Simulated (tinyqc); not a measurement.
Inside a calculation: band gaps under pressure and temperature from deformation potentials. Values are carried at full precision from step to step, so a last printed digit may differ when a step is redone from the rounded ones.

Murnaghan: V/V0 = (1 + Bp P/B0)^(-1/Bp), B0 = (C11 + 2 C12)/3. Each gap moves by a ln(V/V0) with its volume potential a, and falls with temperature by aV T^2/(T + bV) (Varshni); the two effects are added. No change of phase is considered.

Inputs chosen for the exercise (near those of Ge, the X and L potentials typical of such crystals; shifted at random, so the results belong to these values and not to a real crystal):
```
symbol  value                  unit    meaning
C11     126.2                  GPa
C12     47.6                   GPa
Bp      4.45                           pressure derivative of the bulk modulus
P       3.4                    GPa     pressure
Eg      0.881                  eV      gap at Gamma to the s-like level at 0 K, 0 GPa
EgX     0.922                  eV      gap to X at 0 K, 0 GPa
EgL     0.75                   eV      gap to L at 0 K, 0 GPa
aG      -9.47                  eV      volume potential of the Gamma gap
aX      1.97                   eV      volume potential of the X gap
aL      -3.98                  eV      volume potential of the L gap
aV      (0.605, 0.462, 0.492)  meV/K   Varshni alpha of Gamma, X, L
bV      (310, 224, 246)        K       Varshni beta of Gamma, X, L
T       77                     K       temperature
aT      6                      1e-6/K  linear thermal expansion near 300 K
```

## Volume under pressure

Give B0, V/V0, ln(V/V0), the change of the lattice constant and the linear estimate -P/B0.

B0 = 73.80 GPa
V/V0 = 0.95896
ln(V/V0) = -0.04191
change of a = -1.387 %
-P/B0 = -0.04607

The stiffening under pressure makes the compression 9.0 % smaller than the linear estimate.

## Gaps at P and T

Give both shifts and the gaps.

pressure shifts (eV): Gamma 0.3969, X -0.0826, L 0.1668

temperature shifts (eV): Gamma -0.0093, X -0.0091, L -0.0090

gaps (eV): Gamma 1.2686, X 0.8303, L 0.9078

The lowest valley is X (indirect gap), 77 meV below L; at 0 K and 0 GPa it is L.

## Pressure coefficients

Expand in P: E = E0 + c1 P + c2 P^2 with c1 = -a/B0 and c2 = a Bp/(2 B0^2).

c1 (meV/GPa): Gamma 128.32, X -26.69, L 53.93

c2 (meV/GPa^2): Gamma -3.869, X 0.805, L -1.626

Gamma and L rise under pressure and X falls, as the signs of the volume potentials say.

## Pressures at which the valleys cross

Two gaps meet at ln(V/V0) = -(E_i - E_j)/(a_i - a_j), with the gaps at T and P = 0; then P = (B0/Bp)(exp(-Bp ln(V/V0)) - 1). A dash marks expansion or a compression beyond ln(V/V0) = -0.3.

Crossings:
```
pair     E_i - E_j (eV)  ln(V/V0)  P (GPa)
Gamma-X         -0.0412   -0.0036     0.27
Gamma-L          0.1308    0.0238        -
L-X             -0.1719   -0.0289     2.28
```

The lowest valley changes at 2.28 GPa (L to X).

## How much of dE/dT is thermal expansion

At 300 K: dE/dT = -aV T (T + 2 bV)/(T + bV)^2; expansion alone gives 3 aT a; the rest is electron-phonon coupling.

dE/dT (meV/K): Gamma -0.4488, X -0.3776, L -0.3921

from expansion (meV/K): Gamma -0.1705, X 0.0355, L -0.0716

remainder (meV/K): Gamma -0.2783, X -0.4130, L -0.3205

Expansion supplies 38 % of the slope at Gamma and 18 % at L; at X it works against the fall.

## Checks

- Slope of the Gamma gap at P = 0 by finite differences against c1 (meV/GPa): both 128.32.

Program tinyqc; command `OMP_NUM_THREADS=1 python tinyqc.py 1050235 1050236 out.jsonl`; about 0.01 s on one thread of a shared Intel(R) Xeon(R) Processor @ 2.30GHz.
